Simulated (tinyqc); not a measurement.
Solubility, supersaturation, precipitation and gettering of an impurity in a silicon-like host: one step, computed by the program tinyqc. Command: `OMP_NUM_THREADS=1 python tinyqc.py 3020024 3020025 out.jsonl ripen walk`. One thread of a shared host (Intel(R) Xeon(R) Processor @ 2.30GHz), about 0.01 s of CPU time with the checks.

The wafer was saturated at T1 and is then held at T.

Problem. Growing precipitates. Growing sinks: with y = r/r_f and y0 = r0/r_f, dy/dt = (1 - y^3)/(3 tau_f y), which integrates to t/tau_f = F(y) - F(y0), F(y) = (1/2) ln[(1 + y + y^2)/(1 - y)^2] - sqrt(3) arctan[(2y + 1)/sqrt(3)]; the share of the excess left is (1 - y^3)/(1 - y0^3), and C(t) = C_eq + (C0 - C_eq) x share.

Inputs (values chosen for the exercise, modelled on nickel in silicon):

| quantity | value | unit |
|---|---|---|
| temperature of saturation T1 | 1275 | K |
| anneal temperature T | 1060 | K |
| initial sink radius r0 | 17 | nm |
| anneal time t | 2.5 | s |

final radius r_f = 148.0303 nm

tau_f = 2.305982 s

C_eq(T) = 8.146275e+15 1/cm^3

C0 = 1.949632e+17 1/cm^3

Give: radius at t; share of the excess left; C(t) with growing sinks.

Solution.

radius at t = 113.3 nm

share of the excess left = 0.5521

C(t) with growing sinks = 1.113e+17 1/cm^3

44.8 % of the excess has precipitated.
